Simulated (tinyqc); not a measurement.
Convergence with the basis: effective-mass impurity with a central-cell term, in a basis of Slater functions. Computed by tinyqc, a small Python program. Command: `OMP_NUM_THREADS=1 python tinyqc.py 3016678 3016679 out.jsonl centralcell walk`. One thread of a shared host (Intel(R) Xeon(R) Processor @ 2.30GHz), about 0.01 s of CPU time with the checks.

The envelope obeys H = -nabla^2 - (2/r) [Z + A exp(-kappa r)] in effective units, with kappa = a*/lambda; positive A deepens the well near the core.

Inputs (values chosen for the exercise, with mass and screening modelled on silicon): effective mass m = 0.329 m_0; dielectric constant eps = 12.1; charge Z of the core = 2; central-cell strength A = 6.3; central-cell range lambda = 1.5 angstrom; smallest exponent zeta_1 = 0.51 1/a*; ratio beta of exponents = 2.8.

Impurity: donor, one isotropic band.

Constants: Ry = 13.605693123 eV; a_0 = 0.529177210903 angstrom.

Method:
- Units: Ry* = Ry m/eps^2 and a* = a_0 eps/m, with m in m_0.
- kappa = a*/lambda; the hydrogenic ground state is bound by Z^2 Ry*.
- For s functions exp(-zeta r), with s = zeta_i + zeta_j: S = 2/s^3, T = zeta_i zeta_j S, V = -2 Z/s^2, W = -2 A/(s + kappa)^2; each function is normalised by dividing by sqrt(S_ii S_jj).
- Large basis: zeta_i = 0.06 x 1.6^(i-1), i = 1..22, same formulas; for p functions r exp(-zeta r): S = 24/s^5, T = zeta_i zeta_j S (centrifugal term included), V = -12 Z/s^4, W = -12 A/(s + kappa)^4; overlap eigenvalues below 1e-11 are dropped.
- Binding energies are -E Ry*; the effective quantum number is nu = Z/sqrt(-E); |psi(0)|^2 is given relative to the hydrogenic Z^3/(pi a*^3).
- zeta_i = zeta_1 beta^(i-1), i = 1..n.
- The error is the lowest level above the large-basis value.

kappa = 12.9748 1/a*

Ry* = 30.5735 meV

1s binding energy = 245.140 meV

Error of the 1s level:
```
n  error (meV)  largest exponent (1/a*)
1       189.68               5.1000e-01
2       108.15               1.4280e+00
3        18.68               3.9984e+00
4         1.33               1.1196e+01
5         0.74               3.1347e+01
6         0.69               8.7773e+01
7         0.68               2.4576e+02
8         0.68               6.8814e+02
```

The error falls from 190 to 0.679 meV. The last function changes it by less than 5 %: it has levelled off, and what remains is set by beta and zeta_1, not by the range of exponents. Caution: the density at the core is many times hydrogenic, so the result hangs on the model potential inside one cell, where the envelope picture is weak.

Extremes, crossings and ranges named in words are read from the listed rows.
